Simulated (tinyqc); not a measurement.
Spectrum around the optical phonon: single-oscillator infrared dielectric function of a polar cubic crystal. Computed by tinyqc, a small Python program. Command: `OMP_NUM_THREADS=1 python tinyqc.py 3031875 3031876 out.jsonl infrared walk`. One thread of a shared host (Intel(R) Xeon(R) Processor @ 2.30GHz), about 0.01 s of CPU time with the checks.

One ion pair, charges +Z* and -Z*, in a cell of volume Omega = a^3/4. Frequencies omega are given as wavenumbers (1/cm); eps_s is the static dielectric constant.

Inputs (values chosen for the exercise, for a model crystal):
```
quantity              value      unit
lattice constant a     6.06  angstrom
mass M_A               86.9         u
mass M_B                124         u
omega_TO                152      1/cm
Born charge Z*         1.05         e
eps_inf                8.18         -
phonon damping gamma    2.1      1/cm
```

Structure: rock salt. Free carriers: absent.

Constants: nu for 1 eV/(angstrom^2 u) = 15.6333042 THz; 1 THz = 33.35640952 1/cm; e^2/(4 pi eps_0) = 14.39964548 eV angstrom.

Method:
- mu = M_A M_B/(M_A + M_B); ionic plasma term W^2 = 4 pi Z*^2 (e^2/(4 pi eps_0))/(Omega mu) in eV/(angstrom^2 u), turned into 1/cm by W = 15.6333042 x 33.35640952 x sqrt(W^2); omega_LO^2 = omega_TO^2 + W^2/eps_inf; eps_s = eps_inf + W^2/omega_TO^2; Szigeti charge 3 Z*/(eps_inf + 2); longitudinal (Callen) charge Z*/eps_inf.
- eps(omega) = eps_inf + W^2/(omega_TO^2 - omega^2 - i gamma omega); n + i k = sqrt(eps) with k >= 0; R = |(n + i k - 1)/(n + i k + 1)|^2 at normal incidence from vacuum.
- The loss function is Im(-1/eps).

omega_LO = 159.490 1/cm

W = 138.146 1/cm

Spectrum:
```
omega (1/cm)    Re eps      Im eps         R  Im(-1/eps)
76              9.2813    0.010143   0.25578  1.1775e-04
129             11.128     0.12355   0.29024  9.9768e-04
147             20.423      2.5281   0.40880   0.0059695
152               8.18      59.788   0.67949    0.016418
154            -16.197      12.881   0.75708    0.030078
156            -6.2876      3.8471   0.70089    0.070804
158            -1.7640      1.7739   0.48492     0.28345
159           -0.38488      1.3136   0.25612     0.70106
163             2.7255     0.53884  0.064894    0.069811
169             4.6975     0.22649   0.13617    0.010240
183             6.3448    0.067911   0.18633   0.0016868
239             7.6191   0.0082758   0.21914  1.4256e-04
399             8.0398  8.6329e-04   0.22901  1.3356e-05
```

R peaks among these rows at 154 per cm with 0.76 and is lowest, 0.065, at 163; far above omega_LO it tends to ((sqrt(eps_inf) - 1)/(sqrt(eps_inf) + 1))^2 = 0.232. Im eps is largest at 152 and the loss function at 159: absorption marks the TO mode and the loss function the LO mode. Re eps is negative in some rows, where R averages 0.55.

Extremes, crossings and ranges named in words are read from the listed rows.
